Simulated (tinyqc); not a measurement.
Inside a calculation. Method: FCI on RHF in the sto-6g basis, for H4, spin multiplicity 1. One step of it, computed by the program tinyqc.

Task: FCI: roots. Diagonalise (each vector has its largest component positive (the first on a tie)); all determinants have Ms = 0, so triplets appear too. The lowest singlet root is the correlation energy.

Occupation strings over the orbitals (2 doubly, a alpha, b beta, 0 empty; spin orbitals ordered 1a 1b 2a 2b ...): 2200 aabb 2020 abab 2002 abba baab 0220 baba 0202 bbaa 0022

H - E(HF) between determinants (hartree), lower triangle:
```
           2200       aabb       2020       abab       2002       abba       baab       0220
2200   0.000000
aabb  -0.007715   1.580810
2020   0.087903   0.086513   1.780013
abab  -0.086513  -0.087903   0.144024   1.875553
2002   0.097574  -0.094228   0.249446   0.230538   1.902521
abba   0.094228  -0.097574  -0.230538  -0.249446  -0.136310   1.891368
baab   0.094228  -0.091298  -0.230538  -0.234169  -0.136310   0.000000   1.891368
0220   0.091298  -0.094228   0.234169   0.230538   0.000000  -0.136310  -0.136310   1.880800
baba  -0.086513  -0.085153   0.144024   0.000000   0.230538  -0.234169  -0.249446   0.230538
0202   0.085153   0.086513   0.000000   0.144024   0.234169  -0.230538  -0.230538   0.249446
bbaa  -0.007715   0.000000   0.086513  -0.085153  -0.094228  -0.091298  -0.097574  -0.094228
0022   0.000000  -0.007715   0.085153  -0.086513   0.091298   0.094228   0.094228   0.097574

           baba      0202       bbaa      0022
baba   1.875553
0202   0.144024  1.974475
bbaa  -0.087903  0.086513   1.580810
0022  -0.086513  0.087903  -0.007715  3.254425
```

Give: lowest roots of this matrix, relative to E(HF); lowest vectors; <S^2> of these roots; weight of the ground state by excitation level 0, 1, 2, ....

Result:

lowest roots of this matrix, relative to E(HF) (hartree): -0.040  1.215  1.219  1.581  1.615  1.866  1.870  1.897

lowest vectors:
```
      root 1  root 2  root 3  root 4
2200   0.988   0.002   0.000   0.000
aabb   0.003  -0.285   0.408   0.707
2020  -0.056   0.500   0.000   0.000
abab   0.053   0.140   0.408   0.007
2002  -0.057  -0.423   0.000   0.000
abba  -0.056   0.145   0.408   0.015
baab  -0.056   0.145   0.408  -0.015
0220  -0.055  -0.434   0.000   0.000
baba   0.053   0.140   0.408  -0.007
0202  -0.049   0.372   0.000   0.000
bbaa   0.003  -0.285   0.408  -0.707
0022   0.012  -0.001   0.000   0.000
```

<S^2> of these roots: 0.000  0.000  6.000  2.000  0.000  2.000  0.000  0.000

weight of the ground state by excitation level 0, 1, 2, ...: 0.976  0.000  0.024  0.000  0.000
